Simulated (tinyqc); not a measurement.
Exchange-split free-electron bands and tunnelling magnetoresistance, step by step. Values are carried at full precision from step to step, so a last printed digit may differ when a step is redone from the rounded ones.

Majority and minority bands E = c k^2/m -/+ Dx/2, c = hbar^2/2m0, so k_up = sqrt(m (EF + Dx/2)/c), k_dn = sqrt(m (EF - Dx/2)/c); n_s = k_s^3/(6 pi^2), D_s = m k_s/(4 pi^2 c).

Constants: hbar^2/2m0 = 3.80998211 eV angstrom^2.

Values chosen for the exercise:
- EF = 4.54 eV (Fermi energy above the mean band bottom)
- Dx = 6.84 eV (exchange splitting)
- m = 1.16 m0 (mass in the electrodes)
- mb = 0.85 m0 (mass in the barrier)
- phi = 0.72 eV (barrier height above EF)
- d = 15.2 angstrom (barrier thickness)

## The two Fermi spheres

Give k_s, n_s, D_s, the moment per electron (n_up - n_dn)/n and three polarisations: of D, of D v and of D v^2 (v proportional to k).

k_up, k_dn (1/angstrom): 1.5568  0.5840

n_up, n_dn (1/angstrom^3): 0.06371  0.00336

D_up, D_dn (1/(eV angstrom^3)): 0.01201  0.00450

moment per electron = 0.8997 muB

polarisations: D 0.4544, D v 0.7533, D v^2 0.8997

The three numbers differ although they describe one band structure: each probe (density of states, ballistic current, diffusive current) weights the velocity differently.

## Transmissions

Barrier: kappa = sqrt(mb phi/c), c = hbar^2/2m0. With a = k1/m, b = k2/m, w = kappa/mb, the transmission at normal incidence is T(k1, k2) = 4 a b w^2/[w^2 (a + b)^2 + (w^2 + a^2)(w^2 + b^2) sinh^2(kappa d)]. Parallel: G_P = T(up, up) + T(dn, dn); antiparallel: G_AP = 2 T(up, dn); TMR = (G_P - G_AP)/G_AP. Julliere: TMR = 2 P^2/(1 - P^2). Slonczewski factor: P_eff = P_k (w^2 - a_up a_dn)/(w^2 + a_up a_dn), P_k = (k_up - k_dn)/(k_up + k_dn).

Evaluate kappa and the three T.

kappa = 0.4008 1/angstrom
kappa d = 6.092

T: up-up 7.999e-06, dn-dn 2.036e-05, up-dn 1.276e-05

The minority channel transmits more, by a factor 2.55; the common factor exp(-2 kappa d) is 5.11e-06.

## Magnetoresistance

From the T, and from the Julliere formula with P_k and with P_eff.

TMR from T = 11.11 %
P_k = 0.4544
P_eff = -0.2294
Julliere with P_k = 52.05 %
Julliere with P_eff = 11.11 %

The interface factor is -0.505: it reverses the sign of the tunnelling polarisation. The plain Julliere value lies 40.9 points above the result and the one with P_eff 0.00 points from it. Symmetry filtering in crystalline barriers, which gives far larger values, is outside this model.

## Checks

- TMR of a thick barrier against the Julliere formula with P_eff: both 0.1111.

tinyqc: `OMP_NUM_THREADS=1 python tinyqc.py 1651362 1651363 out.jsonl`; about 0.01 s, one thread, shared Intel(R) Xeon(R) Processor @ 2.30GHz.
